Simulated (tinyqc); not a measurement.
# Oxidation of curved silicon (wires and holes): cylindrical Deal-Grove kinetics with stress-retarded reaction, step by step

A worked calculation. Computed by tinyqc, a small Python program that keeps every step. Command: `OMP_NUM_THREADS=1 python tinyqc.py 3010639 3010640 out.jsonl wireox walk`. One thread of a shared host (Intel(R) Xeon(R) Processor @ 2.30GHz), about 0.01 s of CPU time with the checks. Intermediate numbers are printed to about 6 digits and carried at full precision; extremes and crossings named in words are read from the listed rows.

Silicon fills r < a and oxide a < r < b. One volume of silicon gives 2.25 volumes of oxide, and the length is fixed.

Inputs (values chosen for the exercise, close to those used for silicon in dry oxygen):
```
quantity,value,unit
prefactor B0,819,um^2/h
activation energy E_B,1.23,eV
prefactor (B/A)0,4.76e+06,um/h
activation energy E_A,2,eV
starting silicon radius a0,75,nm
starting oxide x_i,3,nm
viscosity prefactor eta0,1.9e-08,Pa s
viscosity energy E_eta,5.46,eV
critical shear stress s_c,83,MPa
activation volume V_k,14,angstrom^3
temperature T,975,C
time t,1.2,h
```

Shape: wire (convex).

Constants: k_B = 8.617333262e-05 eV/K.

## Planar constants and viscosity

B = B0 exp(-E_B/(k_B T)), B/A = (B/A)0 exp(-E_A/(k_B T)), eta = eta0 exp(E_eta/(k_B T)); 1 um = 1000 nm. Temperatures in kelvin are T(C) + 273.15.

B = 8846.91 nm^2/h

B/A = 39.9954 nm/h

low-stress viscosity eta = 2.11414e+14 Pa s

k_B T = 0.107557 eV

## Rate at the start

Geometry: b^2 = b0^2 + 1.25 (a0^2 - a^2), b0 = a0 + x_i. Rate of oxide made per interface area: q = 1/[1/k + 2 a |ln(b/a)|/B], and |da/dt| = q/2.25. Reaction k = (B/A) exp(-sigma V_k/(k_B T)). New oxide pushes the old with radial speed u = 1.25 |da/dt| at r = a; the shear stress at radius r is s_c asinh(z a^2/r^2), z = 2 eta u/(a s_c) (Eyring flow), and the compressive normal stress at the interface is sigma = |int_a^b 2 s/r dr| = s_c |F(z) - F(z a^2/b^2)|, F(y) = int_0^y asinh(w)/w dw. q and sigma are solved together. 1 MPa angstrom^3 = 6.241509e-6 eV.

oxide radius b0 = 78 nm

rate q without stress = 38.9592 nm/h

normal stress sigma = 43.1781 MPa

factor on the reaction = 0.965530

rate q with stress = 37.6499 nm/h

## State after time t

Integrate da/dt adaptively (tolerance 1e-8); a wire counts as consumed at a = 0.5 nm and a hole as closed at b = 0.5 nm. Planar reference: x^2 + A x = B t + x_i^2 + A x_i, A = B/(B/A).

silicon radius a = 59.5550 nm

oxide thickness = 33.6210 nm

normal stress at time t = 445.609 MPa

planar thickness = 42.7666 nm

ratio to the planar thickness = 0.786150

Stress now cuts the reaction constant to 70 % of its planar value. Caution: the oxide is taken as a purely viscous fluid in steady flow; elasticity, stress-dependent diffusion and thin-oxide enhancement are left out.

## Geometry alone against geometry with stress

A dash marks a stress-free run that has consumed the wire or closed the hole.

Oxide thickness (nm):
```
t (h),planar,"curved, no stress","curved, with stress",a (nm),sigma (MPa)
0.036,4.3933,4.3582,4.3038,74.4051,61.588
0.120,7.5804,7.4226,7.1863,73.0704,101.618
0.240,11.9897,11.5761,10.9797,71.2728,153.088
0.480,20.3638,19.2391,17.7010,67.9724,241.718
0.840,32.0058,29.5216,26.2763,63.5448,351.935
1.200,42.7666,38.7480,33.6210,59.5550,445.609
1.800,59.1925,52.4792,44.0232,53.5810,580.403
2.400,74.1638,64.7521,52.8160,48.2216,699.579
```

At 2.4 h the thickness is 0.873 of the planar value from geometry alone and 0.712 with stress. On a wire the new oxide spreads over a larger circumference, which thins it, while the oxidant converges on a smaller interface. Stress takes 18 % off the stress-free value. Caution: elasticity of the oxide, stress-dependent diffusion and thin-oxide enhancement are left out.

Checks made by the program: large-radius limit against the planar law (relative difference 3e-07).
